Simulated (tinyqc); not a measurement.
X-ray reflectivity of a thin film on silicon: critical angles, Parratt recursion, fringes and roughness: one step, computed by the program tinyqc. Command: `OMP_NUM_THREADS=1 python tinyqc.py 3120184 3120185 out.jsonl xrr walk`. One thread of a shared host (Intel(R) Xeon(R) Processor @ 2.30GHz), about 0.01 s of CPU time with the checks.

n = 1 - delta + i beta; the classical electron radius is r_e = 2.8179403e-6 nm. Layer 0 is vacuum, 1 the film, 2 the substrate.

Question. Reflectivity at one angle. k_j = (2 pi/lambda) sqrt(sin^2 theta - 2 delta_j + 2 i beta_j); r_ij = (k_i - k_j)/(k_i + k_j) x exp(-2 k_i k_j sigma^2) (Nevot-Croce); r = (r_01 + r_12 p)/(1 + r_01 r_12 p), p = exp(2 i k_1 d); R = |r|^2.

Inputs (values chosen for the exercise, modelled on TaN on silicon, copper K-alpha radiation):
```
quantity                              value     unit
wavelength lambda                   0.15406       nm
film thickness d                       27.1       nm
roughness of the surface sigma_1       0.41       nm
roughness of the interface sigma_2     0.77       nm
grazing angle theta                    1.33  degrees
```

Constants:
```
layer      rho_e (1/nm^3)         delta          beta  critical angle (degrees)  q_c (1/nm)
film             3399.137  3.618265e-05  3.184073e-06                 0.4874026   0.6938813
substrate         711.402  7.572626e-06  1.741704e-07                 0.2229774   0.3174375
```

Give: k_0, k_1, k_2; 1000 r_01; 1000 r_12; p; reflectivity R; q = 4 pi sin(theta)/lambda.

Answer.

k_0, k_1, k_2 (1/nm): 0.94663  0.88078+0.00601i  0.93323+0.00031i

1000 r_01 = 27.212-2.628i

1000 r_12 = -10.896+1.300i

p = -0.58983-0.41617i

reflectivity R = 0.0011691

q = 4 pi sin(theta)/lambda = 1.8933 1/nm
